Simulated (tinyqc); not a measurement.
Screening length from the swing.

Inverse problem. In a simple model of a Schottky-barrier transistor a barrier thinner than d = 3.7 nm is transparent, so the effective barrier is pn - psi (1 - exp(-d/lam)) and the swing beyond flat band is Vt ln 10/(1 - exp(-d/lam)). Find the thermionic swing, lam, and the effective barrier at psi = 0.2 V.

Inputs (values chosen for the exercise):
```
symbol  value  unit                                 meaning
T         250     K                             temperature
pn        0.4    eV  barrier for electrons at both contacts
```

Constants: q = 1.602176634e-19 C, kB = 1.380649e-23 J/K, Vt = kB T/q. Results are converted to the units shown.

swing in the tunnelling range = 54.205643 mV/decade

Solution. The ratio of the two swings is 1 - exp(-d/lam).

Vt ln 10 = 49.6 mV/decade
lam = 1.50 nm
effective barrier = 0.217 eV

Numbers from tinyqc (`OMP_NUM_THREADS=1 python tinyqc.py 2390056 2390057 out.jsonl`; about 0.1 s on one thread of a shared Intel Xeon 2.30GHz).
